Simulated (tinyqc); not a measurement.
RKS/LDA (PW92) in the 6-31g basis, for H3+, spin multiplicity 1, step by step. One step of it, computed by the program tinyqc.

Question. Iteration 1: building the Kohn-Sham matrix. J_ij = sum D_kl (ij|kl); F = H + J + V_xc; E = tr D H + tr D J / 2 + E_xc + E_nn.

D at the start, lower triangle:
```
           1H 1s      1H 2s      2H 1s     2H 2s     3H 1s     3H 2s
1H 1s   0.183966
1H 2s   0.191174   0.198666
2H 1s  -0.004831  -0.005282   0.180577
2H 2s   0.007090   0.007062   0.200546  0.224166
3H 1s  -0.004832  -0.005282  -0.004640  0.004905  0.180577
3H 2s   0.007090   0.007062   0.004905  0.017515  0.200546  0.224166
```

core Hamiltonian H = T + V (hartree), lower triangle:
```
           1H 1s      1H 2s      2H 1s      2H 2s      3H 1s      3H 2s
1H 1s  -1.192094
1H 2s  -1.094335  -1.253678
2H 1s  -0.398767  -0.597177  -0.960552
2H 2s  -0.646259  -0.876967  -0.943634  -1.061877
3H 1s  -0.398726  -0.597148  -0.010465  -0.132149  -0.960535
3H 2s  -0.646231  -0.876943  -0.132150  -0.348412  -0.943623  -1.061867
```

Two-electron integrals (ij|kl) in chemists' order, unique and non-zero (hartree):
```
(11|11) 1.076566   (21|11) 0.578470   (21|21) 0.329423   (22|11) 0.587396
(22|21) 0.361304   (22|22) 0.453150   (31|11) 0.136546   (31|21) 0.080600
(31|22) 0.093061   (31|31) 0.029058   (32|11) 0.193313   (32|21) 0.121818
(32|22) 0.158837   (32|31) 0.048731   (32|32) 0.097906   (33|11) 0.463654
(33|21) 0.300284   (33|22) 0.413313   (33|31) 0.136546   (33|32) 0.306328
(33|33) 1.076566   (41|11) 0.306328   (41|21) 0.175834   (41|22) 0.195290
(41|31) 0.048731   (41|32) 0.075969   (41|33) 0.193313   (41|41) 0.097906
(42|11) 0.367683   (42|21) 0.228910   (42|22) 0.295069   (42|31) 0.070656
(42|32) 0.131776   (42|33) 0.367683   (42|41) 0.131776   (42|42) 0.216634
(43|11) 0.300284   (43|21) 0.193078   (43|22) 0.264094   (43|31) 0.080600
(43|32) 0.175834   (43|33) 0.578470   (43|41) 0.121818   (43|42) 0.228910
(43|43) 0.329423   (44|11) 0.413313   (44|21) 0.264094   (44|22) 0.362572
(44|31) 0.093061   (44|32) 0.195290   (44|33) 0.587396   (44|41) 0.158837
(44|42) 0.295069   (44|43) 0.361304   (44|44) 0.453150   (51|11) 0.136528
(51|21) 0.080589   (51|22) 0.093049   (51|31) 0.015075   (51|32) 0.023087
(51|33) 0.056178   (51|41) 0.038748   (51|42) 0.050816   (51|43) 0.036933
(51|44) 0.054848   (51|51) 0.029051   (52|11) 0.193299   (52|21) 0.121810
(52|22) 0.158828   (52|31) 0.023088   (52|32) 0.037683   (52|33) 0.093812
(52|41) 0.058318   (52|42) 0.084401   (52|43) 0.061730   (52|44) 0.092986
(52|51) 0.048722   (52|52) 0.097897   (53|11) 0.002006   (53|21) 0.001125
(53|22) 0.001198   (53|31) 0.000275   (53|32) 0.000405   (53|33) 0.000986
(53|41) 0.000601   (53|42) 0.000759   (53|43) 0.000635   (53|44) 0.000867
(53|51) 0.000275   (53|52) 0.000405   (53|53) 3.99e-06   (54|11) 0.038961
(54|21) 0.023931   (54|22) 0.029645   (54|31) 0.004623   (54|32) 0.007357
(54|33) 0.018140   (54|41) 0.011604   (54|42) 0.016189   (54|43) 0.011923
(54|44) 0.017781   (54|51) 0.008827   (54|52) 0.016299   (54|53) 0.000081
(54|54) 0.002845   (55|11) 0.463638   (55|21) 0.300275   (55|22) 0.413304
(55|31) 0.056183   (55|32) 0.093815   (55|33) 0.235720   (55|41) 0.141961
(55|42) 0.212880   (55|43) 0.155170   (55|44) 0.235273   (55|51) 0.136528
(55|52) 0.306314   (55|53) 0.000986   (55|54) 0.047924   (55|55) 1.076566
(61|11) 0.306314   (61|21) 0.175826   (61|22) 0.195282   (61|31) 0.038751
(61|32) 0.058319   (61|33) 0.141958   (61|41) 0.090356   (61|42) 0.117061
(61|43) 0.092396   (61|44) 0.131159   (61|51) 0.048722   (61|52) 0.075961
(61|53) 0.000601   (61|54) 0.014571   (61|55) 0.193299   (61|61) 0.097897
(62|11) 0.367671   (62|21) 0.228903   (62|22) 0.295060   (62|31) 0.050820
(62|32) 0.084403   (62|33) 0.212876   (62|41) 0.117063   (62|42) 0.173914
(62|43) 0.138770   (62|44) 0.201795   (62|51) 0.070646   (62|52) 0.131766
(62|53) 0.000759   (62|54) 0.023277   (62|55) 0.367671   (62|61) 0.131766
(62|62) 0.216622   (63|11) 0.038962   (63|21) 0.023932   (63|22) 0.029645
(63|31) 0.008828   (63|32) 0.016300   (63|33) 0.047924   (63|41) 0.014572
(63|42) 0.023278   (63|43) 0.028110   (63|44) 0.032335   (63|51) 0.004623
(63|52) 0.007357   (63|53) 0.000081   (63|54) 0.001452   (63|55) 0.018140
(63|61) 0.011604   (63|62) 0.016189   (63|63) 0.002845   (64|11) 0.136656
(64|21) 0.084130   (64|22) 0.105722   (64|31) 0.021798   (64|32) 0.037327
(64|33) 0.097307   (64|41) 0.045575   (64|42) 0.069125   (64|43) 0.062149
(64|44) 0.085227   (64|51) 0.021796   (64|52) 0.037326   (64|53) 0.000283
(64|54) 0.006982   (64|55) 0.097307   (64|61) 0.045573   (64|62) 0.069124
(64|63) 0.006982   (64|64) 0.024870   (65|11) 0.300275   (65|21) 0.193073
(65|22) 0.264089   (65|31) 0.036937   (65|32) 0.061732   (65|33) 0.155170
(65|41) 0.092398   (65|42) 0.138772   (65|43) 0.102137   (65|44) 0.154599
(65|51) 0.080589   (65|52) 0.175826   (65|53) 0.000635   (65|54) 0.028110
(65|55) 0.578470   (65|61) 0.121810   (65|62) 0.228903   (65|63) 0.011923
(65|64) 0.062149   (65|65) 0.329423   (66|11) 0.413304   (66|21) 0.264089
(66|22) 0.362567   (66|31) 0.054854   (66|32) 0.092990   (66|33) 0.235273
(66|41) 0.131163   (66|42) 0.201798   (66|43) 0.154599   (66|44) 0.231953
(66|51) 0.093049   (66|52) 0.195282   (66|53) 0.000867   (66|54) 0.032335
(66|55) 0.587396   (66|61) 0.158828   (66|62) 0.295060   (66|63) 0.017781
(66|64) 0.085227   (66|65) 0.361304   (66|66) 0.453150
```

nuclear repulsion = 1.17064505 hartree

V_xc (hartree), lower triangle:
```
           1H 1s      1H 2s      2H 1s      2H 2s      3H 1s      3H 2s
1H 1s  -0.439575
1H 2s  -0.247102  -0.274151
2H 1s  -0.070843  -0.131588  -0.428727
2H 2s  -0.134374  -0.186267  -0.235662  -0.247483
3H 1s  -0.070831  -0.131577  -0.000842  -0.022566  -0.428717
3H 2s  -0.134368  -0.186257  -0.022566  -0.064176  -0.235653  -0.247476
```

E_xc = sum of w rho eps_xc = -0.53077553 hartree

Give: Coulomb J; Kohn-Sham matrix F; total energy of this density.

Answer.

Coulomb J (hartree), lower triangle:
```
       1H 1s  1H 2s  2H 1s  2H 2s  3H 1s  3H 2s
1H 1s  1.147
1H 2s  0.697  0.873
2H 1s  0.192  0.350  1.009
2H 2s  0.380  0.586  0.610  0.768
3H 1s  0.192  0.350  0.002  0.062  1.009
3H 2s  0.380  0.586  0.062  0.205  0.610  0.768
```

Kohn-Sham matrix F (hartree), lower triangle:
```
        1H 1s   1H 2s   2H 1s   2H 2s   3H 1s   3H 2s
1H 1s  -0.484
1H 2s  -0.645  -0.655
2H 1s  -0.277  -0.379  -0.381
2H 2s  -0.401  -0.477  -0.569  -0.541
3H 1s  -0.277  -0.379  -0.009  -0.092  -0.380
3H 2s  -0.401  -0.477  -0.092  -0.208  -0.569  -0.541
```

total energy of this density = -0.92763 hartree

This density is the starting one; it is not idempotent, so its energy is not variational and may lie below the converged one.
